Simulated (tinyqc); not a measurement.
## Magnetoresistance against angle

Conductance G = G0 (1 + P1 P2 cos(phi)) at low bias, phi the angle between the magnetisations, normalised to Rp = RA/area at phi = 0.

Inputs (values chosen for the exercise): diameter Dm = 59 nm; spin polarisation of the reference layer P1 = 0.64; spin polarisation of the free layer P2 = 0.59; resistance-area product, parallel state RA = 6.4 ohm um^2.

Result of one run:
```
phi (degree)	R (kohm)	R/Rp - 1 (%)	share of the full TMR (%)
90	3.2248	37.760	31.120
```

What becomes of these results when the angle phi is changed from 90 to 0 degree, all else the same?

Result of the changed run:
```
phi (degree)	R (kohm)	R/Rp - 1 (%)	share of the full TMR (%)
0	2.3409	0	0
```

The whole series:
```
phi (degree)	R (kohm)	R/Rp - 1 (%)	share of the full TMR (%)
0	2.3409	0	0
20	2.3803	1.6808	1.3852
45	2.5453	8.7290	7.1940
70	2.8560	22.004	18.134
90	3.2248	37.760	31.120
110	3.7031	58.190	47.957
135	4.3995	87.941	72.477
160	4.9984	113.52	93.561
180	5.1813	121.34	100.00
```

R rises from 2.34 to 5.18 kohm, TMR0 = 121 %. It is the conductance that follows cos(phi), so at 90 degrees R has covered only (1 - P1 P2)/2 = 31.1 % of its range.

tinyqc, about 0.01 s, one thread, Intel Xeon 2.30GHz (shared host): `OMP_NUM_THREADS=1 python tinyqc.py 2450110 2450111 out.jsonl`
